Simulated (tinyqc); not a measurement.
Worked calculation: donor near an oxide interface in a gate field (two-state model). Values are carried at full precision from step to step, so a last printed digit may differ when a step is redone from the rounded ones.

Interface at z = 0 (hard wall), donor at z = d, field F pulling electrons to the interface: potential e F z; 1 kV/cm = 1e-5 eV/angstrom, c = hbar^2/2m0, q = e^2/(4 pi eps0), Q = (eps - eo)/(eps + eo). Donor state: E_D = e F d - ED - q Q/(4 eps d), the last term joining the images of ion and electron. Interface state: z exp(-b z/2) exp(-rho^2/(2 L^2)) with E_z = c b^2/(4 mz) + 3 e F/b + q Q b/(8 eps), minimised over b; in the plane at z = 3/b the ion (distance D = d - 3/b) and its image (D' = d + 3/b) give E_rho = c/(mt L^2) - (q/eps)(sqrt(pi)/L)[erfcx(D/L) + Q erfcx(D'/L)], erfcx(x) = exp(x^2) erfc(x), minimised over L. E_I = E_z + E_rho.

Constants: hbar^2/2m0 = 3.80998211 eV angstrom^2; e^2/(4 pi eps0) = 14.39964547 eV angstrom.

Values chosen for the exercise (near those of a donor in Si below Si3N4, static dielectric constants; not measured data):

| symbol | value | unit | meaning |
|---|---|---|---|
| d | 130 | angstrom | depth of the donor |
| ED | 42 | meV | bulk binding energy |
| mz | 0.933 | m0 | mass across the interface |
| mt | 0.187 | m0 | mass in the plane |
| eps | 11.3 |  | dielectric constant of the semiconductor |
| eo | 7.5 |  | dielectric constant of the oxide |
| F | 40 | kV/cm | field in the semiconductor |
| aD | 19.6 | angstrom | donor radius |
| v | 0.42 |  | valley factor |

## The interface state across the interface

Solve c b/(2 mz) - 3 e F/b^2 + q Q/(8 eps) = 0; give Q, b, the three terms of E_z and <z> = 3/b.

Q = 0.2021
b = 0.07882 1/angstrom

kinetic, field and image terms (meV): 6.34  15.22  2.54

<z> = 38.1 angstrom

The image pushes the electron away from the oxide; without it <z> would be 35.8 angstrom.

## Binding in the plane

Give D, D', the best L, both terms and E_rho.

D, D' (angstrom): 91.9  168.1

L = 98.5 angstrom

kinetic and Coulomb terms (meV): 2.10  -11.59

E_rho = -9.49 meV

The bottom of the well lies at -15.4 meV, so the level is 38 % of the way up; L/D = 1.07. Above the critical field the ionised donor would thus still hold its electron as a dot at the interface.

## Where the electron sits

The two states couple by t = t0 exp(-D/aD) with t0 = q/(eps aD) (2 aD/L) sqrt(aD b/2) v, v a valley factor; this form is an estimate. With detuning u = E_D - E_I the splitting is sqrt(u^2 + 4 t^2) and the lower state has weight (1 - u/sqrt(u^2 + 4 t^2))/2 on the donor.

Give E_D, E_I, t, the splitting and the donor weight.

E_D, E_I (meV): 9.50  14.62

t = 0.0877 meV
splitting = 5.12 meV
donor weight = 1.000

The electron is on the donor; the contact hyperfine coupling scales with the donor weight. With this t, the tunnelling time pi hbar/(2t) at a crossing would be 11.8 ps (hbar = 6.58212e-16 eV s); here the detuning is 58.3 t.

## Critical field

Find F at which E_D = E_I; compare the rule e F d = ED. The crossing width is 4t/(e D), with t and D formed anew at that field.

critical field = 45.6 kV/cm
ED/(e d) = 32.3 kV/cm
width = 0.35 kV/cm

The confinement energy E_z = 26.2 meV raises the field needed and the attraction E_rho = -9.4 meV lowers it; the result is 1.41 times the simple rule.

## Checks

- E_z without images against 1.5 x 6^(2/3)/2 (c (e F)^2/mz)^(1/3), meV: both 21.49.
- E_rho from the radial equation in the full Coulomb well against the Gaussian trial function, meV: both -9.5.

tinyqc: `OMP_NUM_THREADS=1 python tinyqc.py 1252134 1252135 out.jsonl`; about 0.04 s, one thread, shared Intel(R) Xeon(R) Processor @ 2.30GHz.
